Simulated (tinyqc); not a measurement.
Permeation of metal atoms or ions through a thin barrier or dielectric: time lag, field-aided drift and lifetime: one step, computed by the program tinyqc. Command: `OMP_NUM_THREADS=1 python tinyqc.py 3016190 3016191 out.jsonl barrier walk`. One thread of a shared host (Intel(R) Xeon(R) Processor @ 2.30GHz), about 0.01 s of CPU time with the checks.

The film 0 < x < d is empty at first; C = C0 at x = 0 and C = 0 at x = d. dC/dt = D d2C/dx2 - v dC/dx with drift v = D z e V/(k_B T d) (uniform field, no space charge).

Problem. Steady flux and time lag. Steady flux J = (D C0/d) P/(1 - exp(-P)); time lag in units of d^2/D: s_L = [P (1 + exp(-P))/(1 - exp(-P)) - 2]/P^2 (P = 0: J = D C0/d, s_L = 1/6).

Inputs (values chosen for the exercise, for a model case: singly charged ions through a dielectric): thickness d = 20 nm; concentration at the source side C0 = 3.2e+15 1/cm^3; test temperature T = 150 C.

Peclet number P = 5.484825

diffusivity D = 4.466819e-15 cm^2/s

time scale d^2/D = 895.4918 s

Give: flux relative to D C0/d; steady flux J; time lag s_L; time lag.

Solution.

flux relative to D C0/d = 5.5077

steady flux J = 3.9363e+07 1/(cm^2 s)

time lag s_L = 0.11736

time lag = 105.09 s

Drift and diffusion both act.
